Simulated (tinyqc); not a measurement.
Gaps across the alloy: virtual-crystal alloy in the empirical-pseudopotential method.

Empirical pseudopotential on the fcc lattice, atoms at +/- tau, tau = a (1,1,1)/8, no spin-orbit coupling. H(G,G') = c (2 pi/a)^2 |k + G|^2 delta + VS(q) cos(q.tau) + i VA(q) sin(q.tau), q = G - G', c = hbar^2/2m0; k and G in units of 2 pi/a; VS at |q|^2 = 3, 8, 11 and VA at 3, 4, 11, in rydberg, zero elsewhere. At each k the basis holds all G with |k + G|^2 up to 16; energies are counted from the fourth level at Gamma.

Virtual crystal A(1-x)B(x): a = (1 - x) a_A + x a_B. Rule linear: V = (1 - x) V_A + x V_B. Rule volume: V = [(1 - x) a_A^3 V_A + x a_B^3 V_B]/a^3, since a form factor is an atomic potential divided by the cell volume.

Constants: hbar^2/2m0 = 3.80998211 eV angstrom^2; Ry = 13.60569312 eV.

Values chosen for the exercise (classic local form factors of the size used for Si (A) and Ge (B), which place X and L only to a few tenths of an eV; the results hold for these values, not for the real material):
- a = (5.432, 5.663) angstrom (lattice constants of A, B)
- VSA = (-0.213, 0.041, 0.082) Ry (symmetric form factors of A)
- VAA = (0, 0, 0) Ry (antisymmetric form factors of A)
- VSB = (-0.226, 0.009, 0.059) Ry (symmetric form factors of B)
- VAB = (0, 0, 0) Ry (antisymmetric form factors of B)
- rule = linear (mixing rule)

Gaps from the valence top to the fifth band at Gamma, at L = (1/2,1/2,1/2) and at the lowest of k = (f,0,0), f = 0.70, 0.75, ..., 1.00. Bowing C = 4 [(E(0) + E(1))/2 - E(1/2)].

Gaps (eV):
```
x      Gamma  Delta/X  f of the minimum      L   lowest
0.000  3.436    0.898              0.85  1.943  Delta/X
0.167  3.430    0.901              0.85  1.774  Delta/X
0.333  3.141    0.900              0.85  1.599  Delta/X
0.500  2.662    0.898              0.85  1.418  Delta/X
0.667  2.174    0.892              0.85  1.230  Delta/X
0.833  1.677    0.884              0.85  1.036  Delta/X
1.000  1.170    0.874              0.85  0.836        L
```

bowing (eV): Gamma -1.437, Delta/X -0.046, L -0.114

The lowest valley changes: Delta/X to L between x = 0.833 and 1.000. From A to B the Gamma gap moves by -2.27 eV, L by -1.11 eV and Delta/X by -0.02 eV; a move of Delta/X below about 0.4 eV is within the error of such form factors, sign included. The virtual crystal holds no disorder and no bond relaxation, so its bowing comes from the non-linear dependence on the mean potential and volume alone, and it may differ from measured bowing, which is positive in these alloys, in size and even in sign; crossings move with it; where the character of the fifth band at Gamma changes along x, its value mixes two levels.

Run: tinyqc, `OMP_NUM_THREADS=1 python tinyqc.py 1081033 1081034 out.jsonl`; Intel(R) Xeon(R) Processor @ 2.30GHz, one thread, shared host; about 0.2 s of CPU time with all checks.
